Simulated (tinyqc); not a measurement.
Hydrogenic donor in a hard-walled well (variational): sweeps and comparisons. A value that a table varies takes the place of the one given here.

Trial function cos(pi z/L) exp(-r/lam), r measured from the donor at zi, walls at +/- L/2, one eps everywhere. Counted from the lowest subband, E(lam) = c/(m lam^2) - (q/eps) I0/I1, with I0 the integral of cos^2(pi z/L) exp(-2|z - zi|/lam) over the well and I1 the same with the factor (|z - zi| + lam/2); c = hbar^2/2m0, q = e^2/(4 pi eps0). The binding energy is -E at the minimum.

Constants: hbar^2/2m0 = 3.80998211 eV angstrom^2; e^2/(4 pi eps0) = 14.39964547 eV angstrom; Ry = 13.60569312 eV.

Inputs chosen for the exercise (near those of InGaAs; not measured data): m = 0.039 m0 (mass); eps = 13.7 (dielectric constant); Ls = (40, 79, 163, 366, 674, 1426, 2521) angstrom (widths); L = 509 angstrom (well width); zi = 0 angstrom (position of the donor from the centre).

## Width of the well

Ry* = 2.8271 meV
a* = 185.890 angstrom

Donor at the centre and at the wall (zi = L/2).

Binding:
```
L (angstrom)   L/a*  centre (meV)  in Ry*  wall (meV)  in Ry*  centre/wall
40             0.22          9.26   3.276        6.81   2.408         1.36
79             0.42          8.10   2.865        5.25   1.855         1.54
163            0.88          6.64   2.348        3.72   1.314         1.79
366            1.97          5.03   1.778        2.37   0.839         2.12
674            3.63          4.03   1.424        1.65   0.584         2.44
1426           7.67          3.24   1.145        1.08   0.381         3.01
2521          13.56          2.97   1.051        0.85   0.300         3.50
```

At the centre the binding falls from 3.28 to 1.05 Ry*, between the limits 4 and 1. At the wall it falls from 2.41 to 0.30 Ry*, towards 1/4: the wall forces a node through the donor, as in a 2p state. With this trial function, which underbinds wall donors by about a tenth, the wall donor drops below the bulk value between 163 and 366 angstrom. The ratio grows from 1.36 to 3.50.

## Position of the donor

Fixed width; zi from the centre to the wall.

Binding:
```
2 zi/L  zi (angstrom)  lam (angstrom)  binding (meV)  in Ry*
0.0               0.0           185.9           4.45   1.575
0.2              50.9           187.8           4.29   1.519
0.4             101.8           196.5           3.82   1.352
0.6             152.7           224.2           3.11   1.101
0.8             203.6           283.7           2.42   0.856
0.9             229.1           319.1           2.16   0.763
1.0             254.5           352.4           1.95   0.690
```

Uniform doping spreads the level over 2.50 meV, from 4.45 at the centre to 1.95 at the wall, while lam grows by 90 %. The slope is flat at the centre, which gives a peak in the density of donor states there, and steepest between 2 zi/L = 0.4 and 0.8.

## What each parameter does

The minimum over lam; Ry* = Ry m/eps^2. Each row changes one parameter from the base and keeps the others.

Results:
```
case               binding (meV)  lam (angstrom)  binding/Ry*
base                        4.45           185.9        1.575
m = 0.047 m0                5.02           158.4        1.472
eps = 12.3                  5.31           169.7        1.515
L = 662 angstrom            4.05           192.7        1.433
zi = 102 angstrom           3.82           196.5        1.351
```

The largest shifts from the base row, up to three for each result and ties (the steps differ in size, so this ranks the rows, not the parameters). binding (meV): eps +0.86, zi -0.63, m +0.56. lam (angstrom): m -27.5, eps -16.3, zi +10.6. binding/Ry*: zi -0.224, L -0.142, m -0.103.

(tinyqc, `OMP_NUM_THREADS=1 python tinyqc.py 1280111 1280112 out.jsonl`, Intel(R) Xeon(R) Processor @ 2.30GHz, 1 thread, shared host, about 0.04 s.)
